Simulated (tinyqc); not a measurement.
Level against strength of the defect: Koster-Slater impurity in an sp3s* host.

sp3s* tight binding, nearest neighbours only: anion (a) at 0, cation (c) at a/4 (1,1,1), orbitals s, px, py, pz, s* on each; k in units of 2 pi/a. With phases e_j = exp(i (pi/2) k.n_j) for n = (1,1,1), (1,-1,-1), (-1,1,-1), (-1,-1,1): g0 = (e1+e2+e3+e4)/4, g1 = (e1+e2-e3-e4)/4, g2 = (e1-e2+e3-e4)/4, g3 = (e1-e2-e3+e4)/4. The diagonal holds the levels Esa, Epa, Exa (s*) and Esc, Epc, Exc. Anion-cation block: <sa|sc> = Vss g0; <sa|xc> = Vsapc g1; <xa|sc> = -Vscpa g1; <xa|xc> = Vxx g0; <xa|yc> = <ya|xc> = Vxy g3, <xa|zc> = <za|xc> = Vxy g2, <ya|zc> = <za|yc> = Vxy g1; <s*a|xc> = Vxapc g1; <xa|s*c> = -Vpaxc g1; y and z take g2 and g3 in place of g1; s-s* and s*-s* vanish.

A defect on a cation site (c) shifts the s level there by Vs or the three p levels by Vp and leaves the rest. A level in the gap solves 1/Vs = G_s(E) (symmetry A1) or 1/Vp = G_p(E) (T2, threefold), with G(E) = (1/N^3) sum over k and bands of w/(E - e), where w is the weight of the state on the s orbital of that site, or the mean weight on its px, py, pz. Mesh: k = f1 (-1,1,1) + f2 (1,-1,1) + f3 (1,1,-1), f = (j + 1/2)/N, j = 0 to N - 1. Energies from the top of the valence band at Gamma; the s* orbital of the site is left as it is. An infinite shift removes the s or p orbitals, the model of the ideal vacancy: G(E) = 0.

Values chosen for the exercise (out of a larger set: near a published set for SiC; not measured data): p = (-8.479, 2.136, -4.812, 4.377, 9.687, 9.277, -12.497, 3.05, 5.924, 9.508, 9.15, 8.745, 4.419) eV (order Esa, Epa, Esc, Epc, Exa, Exc, Vss, Vxx, Vxy, Vsapc, Vscpa, Vxapc, Vpaxc); N = 6 (mesh).

Eg (smallest gap of the host) = 2.32774 eV

A dash: no level in the gap from 0 to Eg. The last row is the ideal vacancy.

Levels (eV above the valence band):

| shift (eV) | A1 | T2 |
|---|---|---|
| -40 | 1.159 | 1.140 |
| -20 | 2.116 | 1.447 |
| -12 | - | 1.760 |
| -8 | - | 1.998 |
| -5 | - | 2.191 |
| -3 | - | 2.294 |
| +3 | - | - |
| +5 | - | - |
| +8 | - | - |
| +12 | - | 0.035 |
| +20 | - | 0.249 |
| +40 | - | 0.498 |
| vacancy | - | 0.807 |

A1: a level lies in the gap for the attractive shifts -20 and -40 eV, and no repulsive one does; G has no zero in the gap, so there is no vacancy level there and a strong enough shift drives the level out through the far edge. T2: a level lies in the gap for the attractive shifts -3, -5, -8, -12, -20 and -40 eV and for the repulsive +12, +20 and +40 eV; both branches tend to the vacancy level, 0.807 eV, which pins them. A level passes the edges where the shift equals 1/G, a value that is sensitive to the mesh there: on this one 1/G(0) = -297.2 and 1/G(Eg) = -17.0 eV for s, 10.8 and -2.0 eV for p.

Program tinyqc; command `OMP_NUM_THREADS=1 python tinyqc.py 1480883 1480884 out.jsonl`; about 0.04 s on one thread of a shared Intel(R) Xeon(R) Processor @ 2.30GHz.
